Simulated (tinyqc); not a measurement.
## Scale length and length offset from two DIBL values

Inverse problem. DIBL = exp(-Le/(2 l)) + 2 exp(-Le/l) with Le = L - dL. Find l, dL and the drawn length for a DIBL of 100 mV/V.

DIBL at drawn lengths 50 and 79 nm (mV/V): 132.48458  30.814857

Answer. With e = exp(-Le/(2 l)), 2 e^2 + e = DIBL gives e and so Le/l at each length; Le/l is a straight line in L with slope 1/l.

l = 11.0 nm
dL = 1.20 nm
length for 100 mV/V = 55.3 nm

Computed by the program tinyqc: `OMP_NUM_THREADS=1 python tinyqc.py 2002062 2002063 out.jsonl`, one thread of a shared Intel Xeon 2.30GHz, about 0.01 s for the whole run.
